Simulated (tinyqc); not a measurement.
From results back to parameters: coherent potential approximation for a binary alloy with a semi-elliptic band. Two cases, with inputs chosen for the exercise.

Problem. With levels eA = -x d and eB = (1 - x) d on a semi-elliptic band of half width W, the alloy density has second moment W^2/4 + x (1 - x) d^2 and third moment x (1 - x)(1 - 2x) d^3 about its centre (exact, and kept by the CPA). The moments below come from hidden x and d > 0.

Find: d; x.

Method. v = m2 - W^2/4 = x (1 - x) d^2 and u = m3/v = (1 - 2x) d; then d^2 = u^2 + 4v and x = (1 - u/d)/2.

Case 1.

Values chosen: W = 1.5 eV (half width of the pure band).
second moment = 0.576433 eV^2
third moment = 0.000602 eV^3

Solution.

d = 0.24 eV
x = 0.41

Case 2.

Values chosen: W = 2.8 eV (half width of the pure band).
second moment = 2.222573 eV^2
third moment = 0.027045 eV^3

Solution.

d = 1.03 eV
x = 0.45

Computed by tinyqc, one run a case: `OMP_NUM_THREADS=1 python tinyqc.py N N+1 out.jsonl` with N = 1481201, 1481349; one thread of a shared Intel(R) Xeon(R) Processor @ 2.30GHz, about 0.05 s a run at most.
